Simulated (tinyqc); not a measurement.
What each parameter does: localisation in a chain with random site energies (transfer matrices).

Hopping -t; leads with site energy 0, E = -2t cos(ka). psi_(j+1) = ((e_j - E)/t) psi_j - psi_(j-1), a product of matrices M_j = [[(e_j - E)/t, -1], [1, 0]]. For M = M_N ... M_1 the transmission is T = 4 sin^2(ka)/|M21 - M12 + M22 exp(ika) - M11 exp(-ika)|^2. Long samples draw e_j = W (x_j/2147483647 - 1/2) from x_j = 16807 x_(j-1) mod 2147483647, starting at x0. The localisation length xi, in sites, is defined by ln T = -2N/xi on average; weak disorder gives xi = 24 (4t^2 - E^2)/W^2, and the mean free path for backscattering is xi/2.

Numerical xi = N/ln sqrt(psi_(N+1)^2 + psi_N^2) for N = 20000 sites from psi_1 = 1, psi_0 = 0; its statistical error is about xi sqrt(xi/N).

Values chosen for the exercise:
- t = 1.31 eV (hopping)
- E = -1.92 eV (energy)
- W = 3.53 eV (full width of the disorder)
- x0 = 1003 (start of the number sequence)

Numerical and weak-disorder xi.

One parameter was then changed.

Results before and after:
```
case     numerical xi (sites)  weak-disorder xi (sites)
base                     6.73                      6.12
changed                  9.40                      9.76
```

Which of these changes was made? (a) E = -1.34 eV; (b) W = 4.236 eV; (c) t = 1.506 eV; (d) x0 = 1004.
Answer: (a) E = -1.34 eV. Of the candidates, run in turn, only this one gives the changed row.

All candidates:
```
case          numerical xi (sites)  weak-disorder xi (sites)
base                          6.73                      6.12
t = 1.506 eV                 10.31                     10.37
E = -1.34 eV                  9.40                      9.76
W = 4.236 eV                  5.07                      4.25
x0 = 1004                     6.67                      6.12
```

A new x0 is another sample of the same disorder; its shift is one draw of the statistical scatter, about xi sqrt(xi/N); the other rows share one sample, so their errors are correlated.

Program tinyqc; command `OMP_NUM_THREADS=1 python tinyqc.py 1451944 1451945 out.jsonl`; about 0.04 s on one thread of a shared Intel(R) Xeon(R) Processor @ 2.30GHz.
